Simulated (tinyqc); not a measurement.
From one set of inputs to another, one input at a time: vacuum evaporation: vapour pressure, source flux, thickness distribution, purity and step coverage. Computed by tinyqc, a small Python program. Command: `OMP_NUM_THREADS=1 python tinyqc.py 3112366 3112367 out.jsonl evap ladder`. One thread of a shared host (Intel(R) Xeon(R) Processor @ 2.30GHz), about 0.01 s of CPU time with the checks.

Molecular flow, unit sticking of the metal, no re-evaporation. The background gas is taken as water vapour (18.015 g/mol, collision diameter 0.37 nm) at 300 K.

The inputs printed are set A. Set A is modelled on copper, with constants for the liquid; the values taken over come from a set modelled on silver, with constants for the liquid. Inputs not listed in the table keep their values of set A, so the rows need not describe a real material.

Inputs (values chosen for the exercise, modelled on copper, with constants for the liquid):
```
quantity                    value    unit
molar mass M                63.55   g/mol
film density rho             8.96  g/cm^3
vapour-pressure constant A  10.89       -
vapour-pressure constant B  16420       K
source temperature T         1600       K
source area                     5    cm^2
directionality n                3       -
source-to-wafer distance h     46      cm
wafer radius R                 10      cm
background pressure p       1e-06      Pa
sticking of background gas    0.4       -
```

Constants: u = 1.6605390666e-27 kg; k_B = 1.380649e-23 J/K; R = 8.314462618 J/(mol K).

Method:
- log10(p_v/Pa) = A - B/T; flux from the surface Phi = p_v/sqrt(2 pi m k_B T), m = M u.
- Mass loss = Phi x area x m; heat of evaporation = ln(10) R B; d ln Phi/dT = ln(10) B/T^2 - 1/(2 T).
- A small source emits (n + 1) Phi area cos^n(phi)/(2 pi) per solid angle; on a parallel plane at height h and lateral distance l the arrival rate is (n + 1) Phi area/(2 pi h^2) x (1 + (l/h)^2)^(-(n + 3)/2). Growth rate = arrival rate x m/rho, m = M u. The wafer is fixed and centred above the source.
- Mean free path lambda = k_B T_g/(sqrt2 pi d^2 p); unscattered share exp(-h/lambda); gas arrival p/sqrt(2 pi m_g k_B T_g); impurity ratio = sticking x gas arrival/metal arrival; monolayer time = 1e15 cm^-2/(sticking x gas arrival).

Each row keeps all changes above it:
```
input moved                       from     to  non-uniformity (max - min)/(max + min) (%)  impurity ratio  mass loss (g/h)
set A                                -      -                                       6.915      2.7194e-04           6.6568
wafer radius R (cm)                 10     15                                      15.043      2.7194e-04           6.6568
source temperature T (K)          1600   1290                                      15.043      7.1430e-02           0.0253
vapour-pressure constant B (K)   16420  13790                                      15.043      6.5332e-04           2.7708
directionality n                     3      4                                      17.502      5.2265e-04           2.7708
source area (cm^2)                   5   0.18                                      17.502      1.4518e-02           0.0997
source-to-wafer distance h (cm)     46     63                                       9.620      2.7232e-02           0.0997
background pressure p (Pa)       1e-06  6e-05                                       9.620      1.6339e+00           0.0997
```

Which inputs carry the difference?

Non-uniformity (max - min)/(max + min) goes from 6.92 to 9.62, a factor 1.39 in all. The largest single move comes from wafer radius R (a factor 2.18), and source-to-wafer distance h works against it (a factor 0.550). Impurity ratio goes from 2.72e-4 to 1.63, a factor 6010 in all. The largest single move comes from source temperature T (a factor 263), and vapour-pressure constant B works against it (a factor 0.00915). Mass loss goes from 6.66 to 0.0997, a factor 0.0150 in all. The largest single move comes from source temperature T (a factor 0.00381), and vapour-pressure constant B works against it (a factor 109). The single moves hold for this order of the switches; the total does not depend on the order.

Caution (rows background pressure p): more gas than metal sticks, so a compound rather than a metal film would grow.

Extremes, crossings and ranges named in words are read from the listed rows.
